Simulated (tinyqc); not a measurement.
Inside a calculation. Model: frequency dispersion of an accumulation capacitance by border traps, distributed model.

Program tinyqc, `OMP_NUM_THREADS=1 python tinyqc.py 2202227 2202228 out.jsonl`; Intel Xeon 2.30GHz, shared host, one thread, about 0.5 s. Printed values are rounded.

Traps spread evenly through the insulator exchange electrons with the semiconductor by tunnelling, with tau(x) = t0 exp(2 ka x) at depth x from the interface. The admittance per area Y seen at depth x obeys dY/dx = -Y^2/(i w eps0 eox) + q Nb ln(1 + i w tau)/tau, with Y(0) = i w Cs and w = 2 pi f; the gate sees Y(tox) = G + i w C. Working variable y = Y/(i w), in uF/cm^2. Cox = eps0 eox/tox.

Values chosen for this exercise; permittivity close to that of hafnium oxide:
```
symbol   value         unit                                               meaning
eox       19.4                             relative permittivity of the insulator
tox        7.6           nm                                   insulator thickness
Cs        0.55      uF/cm^2             semiconductor capacitance in accumulation
Nb      7.2e19  cm^-3 eV^-1                               density of border traps
ka         3.8         1/nm  decay constant of the wave function in the insulator
t0       1e-10            s              time constant of a trap at the interface
f          1e5           Hz                                             frequency
xe         1.9           nm               depth down to which the steps are taken
```

Constants: q = 1.602176634e-19 C, eps0 = 8.8541878128e-14 F/cm where lengths are in cm. Results are converted to the units shown.

## Scales and lumped estimate

Cox; trap-free value 1/(1/Cox + 1/Cs); response depth d = ln(1/(w t0))/(2 ka), where w tau = 1; lumped estimate: all traps within d act as C_bt = q Nb d placed at d/2, so C = 1/{1/[1/(1/Cs + d/(2 eps0 eox)) + C_bt] + (tox - d/2)/(eps0 eox)}.

Cox = 2.26015 uF/cm^2
trap-free C = 0.442354 uF/cm^2
d = 1.27303 nm
C_bt = 1.46853 uF/cm^2
lumped C = 1.10679 uF/cm^2

The traps within reach amount to 2.67 Cs and lie in the first 16.8 % of the insulator.

## Midpoint steps through the active depth

In terms of y: dy/dx = -y^2/(eps0 eox) + s(x), s = q Nb ln(1 + z)/z, z = i w tau. 10 midpoint steps of h = xe/10: y_half = y + (h/2) y'(x, y), y(new) = y + h y'(x + h/2, y_half).

| point | x (nm) | s (uF/(cm^2 nm)) | y (uF/cm^2) |
|---|---|---|---|
| 0 | 0 | 1.15357-0.00004i | 0.55000+0.00000i |
| 1 | 0.19 | 1.15357-0.00015i | 0.76439-0.00001i |
| 2 | 0.38 | 1.15357-0.00065i | 0.97518-0.00007i |
| 3 | 0.57 | 1.15356-0.00276i | 1.18147-0.00032i |
| 4 | 0.76 | 1.15341-0.01168i | 1.38242-0.00139i |
| 5 | 0.95 | 1.15075-0.04934i | 1.57720-0.00587i |
| 6 | 1.14 | 1.10636-0.19708i | 1.76319-0.02456i |
| 7 | 1.33 | 0.74476-0.45529i | 1.91342-0.08796i |
| 8 | 1.52 | 0.25052-0.33344i | 1.95834-0.16537i |
| 9 | 1.71 | 0.06394-0.13839i | 1.94060-0.19937i |
| 10 | 1.9 | 0.01536-0.04685i | 1.90602-0.20605i |

## Capacitance and conductance at the gate

y at xe = 1.90602-0.20605i uF/cm^2

Beyond xe the traps are ignored, so 1/y(tox) = 1/y(xe) + (tox - xe)/(eps0 eox); C = Re y, G/w = -Im y, loss tangent G/(w C).

y at the gate = 1.17079-0.07718i uF/cm^2
C = 1.17079 uF/cm^2
G/w = 0.0771802 uF/cm^2
loss tangent = 0.0659215

A fine integration over the whole insulator gives C = 1.1723 and G/w = 0.07993 uF/cm^2; the coarse G/w is 3.4 % below that. The fine C is 2.65 times the trap-free value, and the lumped estimate is 5.6 % below the fine result.
